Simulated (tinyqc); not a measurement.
Chemical-mechanical planarisation: Preston law, pattern density and step-height reduction: one step, computed by the program tinyqc.

A row of 12 cells, repeated periodically, holds raised features that cover a share rho of each cell.

Question. State at time t. While h > h_c only raised areas polish, at R0/rho_eff, until t_c = rho_eff (h0 - h_c)/R0. After that h = h_c exp(-(t - t_c)/tau), tau = rho_eff h_c/R0; low areas polish at R0 (1 - h/h_c) and raised areas at R0 [1 + (1 - rho_eff) h/(rho_eff h_c)]. Removed from raised areas after t_c: h0 - h_c + R0 (t - t_c) + (1 - rho_eff)(h_c - h); from low areas: R0 (t - t_c) - rho_eff (h_c - h). Film left = z0 less the removal from raised areas.

Inputs (values chosen for the exercise, close to those used for oxide polishing):
```
quantity,value,unit
initial step height h0,890,nm
contact height h_c,170,nm
film above the raised areas z0,1500,nm
polish time t,190,s
```

effective densities: [0.4145081, 0.4769496, 0.4837394, 0.4267950, 0.4173199, 0.5182793, 0.6543351, 0.7173072, 0.6778301, 0.5698994, 0.4522675, 0.3907695]

blanket rate R0 = 3.158013 nm/s

Give: Cells; range of film left across the row; largest remaining step; thinnest film left.

Answer.

Cells:
```
cell,rho_eff,t_c (s),step h (nm),"removed, raised (nm)","removed, low (nm)",film left on raised areas (nm)
1,0.4145,94.5,2.35,1120,232.1,380.3
2,0.4769,108.7,7.18,1062,179.0,438.2
3,0.4837,110.3,7.96,1055,173.3,444.6
4,0.4268,97.3,3.01,1108,221.5,391.5
5,0.4173,95.1,2.49,1117,229.6,382.8
6,0.5183,118.2,12.95,1023,145.5,477.5
7,0.6543,149.2,53.36,889,52.6,610.8
8,0.7173,163.5,85.67,827,23.1,672.6
9,0.6778,154.5,64.33,866,40.4,634.0
10,0.5699,129.9,23.99,972,106.5,527.5
11,0.4523,103.1,4.79,1085,199.7,415.1
12,0.3908,89.1,1.40,1141,252.8,358.6
```

range of film left across the row = 314.0 nm

largest remaining step = 85.67 nm

thinnest film left = 358.6 nm

12 of 12 cells have reached contact. The cell with the lowest rho_eff has lost the most film from its raised areas.
